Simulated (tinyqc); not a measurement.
Alloy A(1-x)B(x) by interpolation with bowing: sweeps and comparisons. A value that a table varies takes the place of the one given here.

Each gap follows E(x) = (1 - x) E_A + x E_B - C x (1 - x); the lattice constant follows Vegard, a(x) = (1 - x) a_A + x a_B.

Mass at Gamma from the Kane formula 1/m = F + Ep (Eg + 2 Dso/3)/(Eg (Eg + Dso)). F is fixed by the masses of A and B and interpolated linearly, as is Ep; Eg and Dso carry their bowing.

Constants: hc = 1239.841984 eV nm.

Parameters, chosen for this exercise (A near GaAs, B near GaP; the results hold for these values, not for the real material):

| symbol | value | unit | meaning |
|---|---|---|---|
| a | (5.655, 5.444) | angstrom | lattice constant of A, B |
| Eg | (1.527, 2.91) | eV | gap at Gamma to the s-like level of A, B |
| EgX | (1.974, 2.364) | eV | gap to the lowest valley along Gamma-X of A, B |
| EgL | (1.83, 2.685) | eV | gap to L of A, B |
| C | (0.205, 0.238, 0.15) | eV | bowing of the Gamma, X and L gaps |
| Dso | (0.344, 0.079) | eV | spin-orbit splitting of A, B |
| Ep | (25.4, 31.1) | eV | Kane energy of A, B |
| me | (0.0679, 0.1316) | m0 | electron mass at Gamma of A, B |
| Cs | 0 | eV | bowing of Dso |
| x | 0.52 |  | fraction of B |

## Gaps across the alloy

Eleven compositions.

Gaps (eV):

| x | a (angstrom) | Gamma | X | L | lowest | wavelength (nm) |
|---|---|---|---|---|---|---|
| 0.0 | 5.6550 | 1.527 | 1.974 | 1.830 | Gamma | 812 |
| 0.1 | 5.6339 | 1.647 | 1.992 | 1.902 | Gamma | 753 |
| 0.2 | 5.6128 | 1.771 | 2.014 | 1.977 | Gamma | 700 |
| 0.3 | 5.5917 | 1.899 | 2.041 | 2.055 | Gamma | 653 |
| 0.4 | 5.5706 | 2.031 | 2.073 | 2.136 | Gamma | 610 |
| 0.5 | 5.5495 | 2.167 | 2.110 | 2.220 | X | 588 |
| 0.6 | 5.5284 | 2.308 | 2.151 | 2.307 | X | 576 |
| 0.7 | 5.5073 | 2.452 | 2.197 | 2.397 | X | 564 |
| 0.8 | 5.4862 | 2.601 | 2.248 | 2.490 | X | 552 |
| 0.9 | 5.4651 | 2.753 | 2.304 | 2.586 | X | 538 |
| 1.0 | 5.4440 | 2.910 | 2.364 | 2.685 | X | 524 |

The lowest valley changes at x = 0.442 (Gamma to X, gap 2.088 eV). The Gamma gap is monotonic, since its bowing (0.205 eV) is smaller than the difference of the end gaps (1.383 eV); at x = 0.5 bowing lowers it by C/4 = 0.051 eV.

## Three ways to interpolate a mass

Linear in m, linear in 1/m, and the Kane formula.

Masses (m0):

| x | Eg (eV) | linear in m | linear in 1/m | Kane | Kane m/Eg (1/eV) |
|---|---|---|---|---|---|
| 0.000 | 1.527 | 0.0679 | 0.0679 | 0.0679 | 0.0445 |
| 0.125 | 1.677 | 0.0759 | 0.0723 | 0.0735 | 0.0438 |
| 0.250 | 1.834 | 0.0838 | 0.0772 | 0.0796 | 0.0434 |
| 0.375 | 1.998 | 0.0918 | 0.0830 | 0.0862 | 0.0431 |
| 0.500 | 2.167 | 0.0998 | 0.0896 | 0.0934 | 0.0431 |
| 0.625 | 2.343 | 0.1077 | 0.0974 | 0.1014 | 0.0433 |
| 0.750 | 2.526 | 0.1157 | 0.1066 | 0.1103 | 0.0437 |
| 0.875 | 2.715 | 0.1236 | 0.1178 | 0.1203 | 0.0443 |
| 1.000 | 2.910 | 0.1316 | 0.1316 | 0.1316 | 0.0452 |

At x = 0.5 the three give 0.0998, 0.0896 and 0.0934; judged by the largest distance, the Kane value is closer to the interpolation in 1/m (largest distances 0.0064 m0 from the rule in m, 0.0040 m0 from the rule in 1/m). The ratio m/Eg varies by a factor of 1.05 while the gap varies by 1.91; a constant ratio is the two-band rule m = Eg/Ep at fixed Ep.

## What each parameter does

Gaps at x and the Kane mass. Each row changes one parameter from the base and keeps the others.

Results:

| case | Gamma (eV) | X (eV) | L (eV) | mass (m0) |
|---|---|---|---|---|
| base | 2.1950 | 2.1174 | 2.2372 | 0.0946 |
| x = 0.56 | 2.2510 | 2.1338 | 2.2718 | 0.0971 |
| C = (0.305, 0.338, 0.25) eV | 2.1700 | 2.0924 | 2.2122 | 0.0934 |
| Eg = (1.603, 2.91) eV | 2.2315 | 2.1174 | 2.2372 | 0.0934 |
| EgX = (1.974, 2.246) eV | 2.1950 | 2.0560 | 2.2372 | 0.0946 |
| EgL = (1.738, 2.685) eV | 2.1950 | 2.1174 | 2.1930 | 0.0946 |
| Ep = (27.9, 34.2) eV | 2.1950 | 2.1174 | 2.2372 | 0.0950 |
| Cs = 0.05 eV | 2.1950 | 2.1174 | 2.2372 | 0.0944 |

The largest shifts from the base row, up to three for each result and ties (the steps differ in size, so this ranks the rows, not the parameters). Gamma (eV): x +0.0560, Eg +0.0365, C -0.0250; unchanged at the printed digits by EgX, EgL, Ep and Cs. X (eV): EgX -0.0614, C -0.0250, x +0.0164; unchanged at the printed digits by Eg, EgL, Ep and Cs. L (eV): EgL -0.0442, x +0.0347, C -0.0250; unchanged at the printed digits by Eg, EgX, Ep and Cs. mass (m0): x +0.0025, C -0.0012, Eg -0.0012; unchanged at the printed digits by EgX and EgL.

Computed by tinyqc, a small Python program: `OMP_NUM_THREADS=1 python tinyqc.py 1080057 1080058 out.jsonl` (the numbers bound the seed that draws the inputs); one thread of a shared host (Intel(R) Xeon(R) Processor @ 2.30GHz), about 0.01 s for the whole set of steps.
